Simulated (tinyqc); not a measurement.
Length of a polyene: Hueckel, PPP and singles CI along the polyenes. Computed by the program tinyqc. Hueckel uses the same beta without repulsion; CIS keeps all single excitations and so misses the low, doubly excited 2Ag state. W is the valence ionisation energy of a centre, MN the Mataga-Nishimoto formula, f the oscillator strength.

All-trans chains of carbon centres 1.40 angstrom apart:
```
parameter                               value
beta (eV), times 1 +/- alternation  -2.460000
alternation                          0.100000
W (eV)                              11.160000
gamma_rr (eV)                       11.260000
repulsion formula                          MN
```

Gaps and excitations (eV):
```
centres  Hueckel gap  PPP orbital gap  bright singlet (CIS)       f  lowest triplet (CIS)
2             5.4120          10.7874                8.3543  0.7163                2.4697
4             3.6334           8.4749                5.9568  1.0654                1.6729
6             2.8203           7.3305                4.8797  1.4742                1.3188
8             2.3615           6.6579                4.2579  1.8536                1.1296
10            2.0691           6.2219                3.8579  2.2094                1.0162
12            1.8679           5.9210                3.5832  2.5486                0.9429
14            1.7216           5.7037                3.3860  2.8770                0.8928
```

What does the comparison show, and why?

The Hueckel gap tends to 4 x alternation x |beta| = 0.98 eV for long chains. Exchange opens the PPP orbital gap, and the attraction of electron and hole brings the bright state 2.32 eV below it at 14 centres; the triplet lies 2.49 eV lower still.
